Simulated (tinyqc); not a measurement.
Worked calculation: exchange-split free-electron bands and tunnelling magnetoresistance. Values are carried at full precision from step to step, so a last printed digit may differ when a step is redone from the rounded ones.

Majority and minority bands E = c k^2/m -/+ Dx/2, c = hbar^2/2m0, so k_up = sqrt(m (EF + Dx/2)/c), k_dn = sqrt(m (EF - Dx/2)/c); n_s = k_s^3/(6 pi^2), D_s = m k_s/(4 pi^2 c).

Constants: hbar^2/2m0 = 3.80998211 eV angstrom^2.

Inputs chosen for the exercise: EF = 5.74 eV (Fermi energy above the mean band bottom); Dx = 4.94 eV (exchange splitting); m = 0.97 m0 (mass in the electrodes); mb = 0.99 m0 (mass in the barrier); phi = 2.71 eV (barrier height above EF); d = 12 angstrom (barrier thickness).

## The two Fermi spheres

Give k_s, n_s, D_s, the moment per electron (n_up - n_dn)/n and three polarisations: of D, of D v and of D v^2 (v proportional to k).

k_up, k_dn (1/angstrom): [1.4458, 0.9124]

n_up, n_dn (1/angstrom^3): [0.05103, 0.01283]

D_up, D_dn (1/(eV angstrom^3)): [0.00932, 0.00588]

moment per electron = 0.5983 muB

polarisations: D 0.2262, D v 0.4303, D v^2 0.5983

The three numbers differ although they describe one band structure: each probe (density of states, ballistic current, diffusive current) weights the velocity differently.

## Transmissions

Barrier: kappa = sqrt(mb phi/c), c = hbar^2/2m0. With a = k1/m, b = k2/m, w = kappa/mb, the transmission at normal incidence is T(k1, k2) = 4 a b w^2/[w^2 (a + b)^2 + (w^2 + a^2)(w^2 + b^2) sinh^2(kappa d)]. Parallel: G_P = T(up, up) + T(dn, dn); antiparallel: G_AP = 2 T(up, dn); TMR = (G_P - G_AP)/G_AP. Julliere: TMR = 2 P^2/(1 - P^2). Slonczewski factor: P_eff = P_k (w^2 - a_up a_dn)/(w^2 + a_up a_dn), P_k = (k_up - k_dn)/(k_up + k_dn).

Evaluate kappa and the three T.

kappa = 0.8392 1/angstrom
kappa d = 10.070

T: up-up 5.296e-09, dn-dn 7.093e-09, up-dn 6.129e-09

The minority channel transmits more, by a factor 1.34; the common factor exp(-2 kappa d) is 1.79e-09.

## Magnetoresistance

From the T, and from the Julliere formula with P_k and with P_eff.

TMR from T = 1.07 %
P_k = 0.2262
P_eff = -0.0729
Julliere with P_k = 10.78 %
Julliere with P_eff = 1.07 %

The interface factor is -0.322: it reverses the sign of the tunnelling polarisation. The plain Julliere value lies 9.7 points above the result and the one with P_eff 0.00 points from it. Symmetry filtering in crystalline barriers, which gives far larger values, is outside this model.

## Checks

- TMR of a thick barrier against the Julliere formula with P_eff: both 0.01069.

Run: tinyqc, `OMP_NUM_THREADS=1 python tinyqc.py 1651247 1651248 out.jsonl`; Intel(R) Xeon(R) Processor @ 2.30GHz, one thread, shared host; about 0.01 s of CPU time with all checks.
